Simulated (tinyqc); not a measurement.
Worked calculation: nanosheet or nanowire with hard walls, valleys of the Si type. Values are carried at full precision from step to step, so a last printed digit may differ when a step is redone from the rounded ones.

Six ellipsoidal valleys along the cube axes: inverse mass tensor w = 1/mt + (1/ml - 1/mt) a a^T with a the unit axis. Device axes: x along the channel, z = [001], y = z x x.

Constants: hbar^2/2m0 = 3.80998211 eV angstrom^2; hbar = 6.58211957e-16 eV s; e^2/h = 3.874045865e-05 S; kB = 8.617333262e-05 eV/K.

Inputs chosen for the exercise (near those of Si; not measured data): ml = 0.911 m0 (longitudinal mass); mt = 0.187 m0 (transverse mass); channel = 100 (transport direction x on a (001) wafer); W = 170 angstrom (width, along y); H = 46 angstrom (height, along z = [001]); dE = 0.065 eV (EF above the lowest subband edge); T = 300 K (temperature); g_all = 6 (number of valleys).

## Valley masses for a [100] channel

Rotate w into the device axes and group equal valleys (|w_yz| counts); order by w_zz, then w_yy. 1/m_x = w_xx - w_xc w_c^-1 w_cx with c the block (y, z).

Valleys:

| group | valleys g | w_yy | w_zz | \|w_yz\| | m_x (m0) |
|---|---|---|---|---|---|
| A | 2 | 5.3476 | 1.0977 | 0.0000 | 0.1870 |
| B | 2 | 1.0977 | 5.3476 | 0.0000 | 0.1870 |
| C | 2 | 5.3476 | 5.3476 | 0.0000 | 0.9110 |

The lightest transport mass, 0.187 m0, belongs to groups A and B.

## One-dimensional subbands

Hard walls around a W x H rectangle. The block w_c of w in (y, z) confines; the transport mass follows from 1/m_x = w_xx - w_xc w_c^-1 w_cx. The cross-section problem c (w_yy ky^2 + 2 w_yz ky kz + w_zz kz^2), c = hbar^2/2m0, is solved in products sin(n pi y/W) sin(l pi z/H), n, l = 1 to 12; if w_yz = 0 the levels are c pi^2 (w_yy n^2/W^2 + w_zz l^2/H^2). The w_yz term couples (n, l) to (n', l') by -2 c w_yz D_nn'(W) D_ll'(H) with D_nm(L) = 4 n m/(L (n^2 - m^2)) for n + m odd and 0 otherwise.

The ten lowest levels of all groups together, numbered within each group.

Subbands:

| label | valleys g | m_x (m0) | E (eV) |
|---|---|---|---|
| A1 | 2 | 0.1870 | 0.0265 |
| A2 | 2 | 0.1870 | 0.0473 |
| A3 | 2 | 0.1870 | 0.0821 |
| A4 | 2 | 0.1870 | 0.0850 |
| B1 | 2 | 0.1870 | 0.0965 |
| B2 | 2 | 0.1870 | 0.1007 |
| C1 | 2 | 0.9110 | 0.1020 |
| A5 | 2 | 0.1870 | 0.1059 |
| B3 | 2 | 0.1870 | 0.1079 |
| B4 | 2 | 0.1870 | 0.1179 |

The lowest subband is A1; the number of further ones in the list within kB T = 25.9 meV of it at 300 K is 1.

## Modes, density and velocity at zero temperature

With EF = E_lowest + dE, each subband below EF has k_F = sqrt(m_x (EF - E)/c), carries n = 2 g k_F/pi electrons per length (spin included), moves at v = 2 c k_F/(hbar m_x) and adds 2 g e^2/h to the ballistic conductance; c = hbar^2/2m0, 1 angstrom/s = 1e-8 cm/s.

Occupied subbands:

| label | k_F (1/angstrom) | n (1/nm) | v (1e7 cm/s) |
|---|---|---|---|
| A1 | 0.0565 | 0.719 | 3.50 |
| A2 | 0.0465 | 0.593 | 2.88 |
| A3 | 0.0214 | 0.273 | 1.33 |
| A4 | 0.0178 | 0.227 | 1.10 |

total n = 1.811 1/nm
ballistic conductance = 619.8 microsiemens

EF lies below the last listed level, so the count is complete for these valleys (other families, and non-parabolicity above about 0.2 eV, are left out): 4 subbands with 8 valley modes. The Fermi velocity, averaged with the densities as weights, is 2.67 x 1e7 cm/s; the mean over all filled states moving one way is half of it.

## Threshold shift from confinement

Without degeneracy the line density is N1 exp((EF - Ec)/kB T) with N1 = sum 2 g sqrt(m_x kB T/(4 pi c)) exp(-E/kB T), here over n, l up to 80 where w_yz = 0 and over all levels of a 12 x 12 sine basis otherwise; the classical value is W H Nc with Nc = 2 g_all (m_dos kB T/(4 pi c))^(3/2), m_dos = (ml mt^2)^(1/3); dVt = kB T ln(W H Nc/N1).

Form N1, W H Nc and dVt.

N1 = 0.3131 1/nm
W H Nc = 2.102 1/nm
dVt = 49.2 mV

## Checks

- Lowest level of group A on a 40 x 40 difference grid against the sine basis, eV: both 0.026.

Computed by tinyqc, a small Python program: `OMP_NUM_THREADS=1 python tinyqc.py 1282589 1282590 out.jsonl` (the numbers bound the seed that draws the inputs); one thread of a shared host (Intel(R) Xeon(R) Processor @ 2.30GHz), about 0.05 s for the whole set of steps.
